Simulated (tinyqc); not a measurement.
# Metal-interlayer-semiconductor contact, depinning against tunnelling resistance: two studies

Zero bias, n-type semiconductor. Gap states at the semiconductor surface thin out as exp(-be ti), which unpins the barrier; electrons must then cross the interlayer (a rectangular barrier, no voltage drop across it) and the parabolic depleted layer, both by WKB. Energies E are counted from the Fermi level; no image force, parabolic bands.

Parameters, values chosen for the exercise; semiconductor values close to those of In0.53Ga0.47As; interlayer mass of the order of that in strontium titanate, offset chosen freely: temperature T = 300 K; band gap Eg = 0.719 eV; relative permittivity eps_r = 14.4; electron affinity chi = 4.45 eV; conduction-band density of states at T Nc = 2.1e17 cm^-3; tunnelling mass in the semiconductor mt = 0.0394 m0; Richardson mass mA = 0.0412 m0; donor density Nd = 8e18 cm^-3; charge-neutrality level above the valence band E0 = 0.5 eV; pinning factor without interlayer S0 = 0.15; metal work function phiM = 4.55 eV; interlayer thickness ti = 1.2 nm; conduction-band offset of the interlayer above the semiconductor dE = 0.22 eV; tunnelling mass in the interlayer mi = 0.58 m0; decay constant of gap states through the interlayer be = 3.7 1/nm.

Constants: q = 1.602176634e-19 C, kB = 1.380649e-23 J/K, eps0 = 8.8541878128e-12 F/m, hbar = 1.054571817e-34 J s, h = 6.62607015e-34 J s, m0 = 9.1093837015e-31 kg, Vt = kB T/q, hbar^2/(2 m0) = 0.0380998212 eV nm^2. Results are converted to the units shown.

Each table varies one quantity; the others keep the values above.

## Contact resistivity against the interlayer thickness

S = 1/(1 + (1/S0 - 1) exp(-be ti)); phiB = S (phiM - chi) + (1 - S)(Eg - E0); xi = Ec - EF deep inside, from Nd = Nc F(-xi/Vt), F(x) = (2/sqrt(pi)) int_0^infinity sqrt(u) du/(1 + exp(u - x)); band bending U = phiB - xi; E00 = (hbar/2) sqrt(Nd/(eps0 eps_r mt m0)) in volts; A = 4 pi q mA m0 kB^2/h^3. With U = phiB - xi: for xi < E < phiB, y = (E - xi)/U and G1 = (U/E00) [sqrt(1 - y) - y ln((1 + sqrt(1 - y))/sqrt(y))], G1 = 0 above phiB; G2 = 2 ti sqrt(mi max(phiB + dE - E, 0)/C), C = hbar^2/(2 m0); f = 1/(1 + exp(E/Vt)); 1/rho_c = (A T^2/Vt^2) times the integral of exp(-G1 - G2) f over E from xi upwards. Shares under 0.001 % are printed as 0; rows without band bending are left out.

The same in every row: E00/Vt = 2.70.

Results:

| ti (nm) | S | phiB (eV) | rho_c (ohm cm^2) | rho_c with G2 = 0 (ohm cm^2) | peak of the integrand (eV) | share above phiB (%) |
|---|---|---|---|---|---|---|
| 0 | 0.150 | 0.201 | 5.83e-8 | 5.83e-8 | -0.0244 | 0.0420 |
| 0.8 | 0.773 | 0.127 | 1.43e-6 | 2.98e-8 | -0.0148 | 1.20 |
| 1.2 | 0.937 | 0.107 | 7.00e-6 | 2.52e-8 | -0.00898 | 3.30 |
| 1.6 | 0.985 | 0.102 | 3.84e-5 | 2.41e-8 | -0.00239 | 6.30 |
| 2 | 0.997 | 0.100 | 2.11e-4 | 2.38e-8 | 0.00451 | 11.5 |
| 2.4 | 0.999 | 0.100 | 0.00106 | 2.37e-8 | 0.0118 | 23.5 |
| 2.8 | 1.00 | 0.100 | 0.00393 | 2.37e-8 | 0.320 | 49.9 |
| 3.2 | 1.00 | 0.100 | 0.00836 | 2.37e-8 | 0.320 | 80.8 |

Estimate the missing row, ti = 0.4 nm.

Computed row:

| ti (nm) | S | phiB (eV) | rho_c (ohm cm^2) | rho_c with G2 = 0 (ohm cm^2) | peak of the integrand (eV) | share above phiB (%) |
|---|---|---|---|---|---|---|
| 0.4 | 0.437 | 0.167 | 3.27e-7 | 4.25e-8 | -0.0195 | 0.224 |

With this row back in the table: As ti goes from 0 to 3.2, phiB falls from 0.201 to 0.100 eV and rho_c rises from 5.83e-8 to 0.00836 ohm cm^2. No thickness listed beats the bare contact: tunnelling through the layer costs more than the change of the barrier gains. The ratio of rho_c to its value with G2 = 0 runs from 1.00 to 3.53e5.

## Contact resistivity against the metal work function

Same model as above.

The same in every row: S = 0.937; E00/Vt = 2.70.

Results:

| phiM (eV) | phiB (eV) | rho_c (ohm cm^2) | rho_c with G2 = 0 (ohm cm^2) | peak of the integrand (eV) | share above phiB (%) |
|---|---|---|---|---|---|
| 4.35 | -0.0800 | 4.97e-7 | 7.68e-9 | -0.0218 | 74.1 |
| 4.55 | 0.107 | 7.00e-6 | 2.52e-8 | -0.00898 | 3.30 |
| 4.75 | 0.295 | 1.37e-4 | 1.47e-7 | -0.00265 | 0.0461 |
| 5.15 | 0.670 | 0.0648 | 9.40e-6 | 0.00447 | 0 |
| 5.35 | 0.857 | 1.43 | 8.80e-5 | 0.00706 | 0 |
| 5.55 | 1.04 | 31.5 | 8.78e-4 | 0.00929 | 0 |

Estimate the missing row, phiM = 4.95 eV.

Computed row:

| phiM (eV) | phiB (eV) | rho_c (ohm cm^2) | rho_c with G2 = 0 (ohm cm^2) | peak of the integrand (eV) | share above phiB (%) |
|---|---|---|---|---|---|
| 4.95 | 0.482 | 0.00294 | 1.10e-6 | 0.00137 | 0 |

With this row back in the table: As phiM goes from 4.35 to 5.55, phiB rises from -0.0800 to 1.04 eV and rho_c rises from 4.97e-7 to 31.5 ohm cm^2. The ratio of rho_c to its value with G2 = 0 runs from 64.8 to 35900.

Numbers from tinyqc (`OMP_NUM_THREADS=1 python tinyqc.py 2270124 2270125 out.jsonl`; about 0.03 s on one thread of a shared Intel Xeon 2.30GHz).
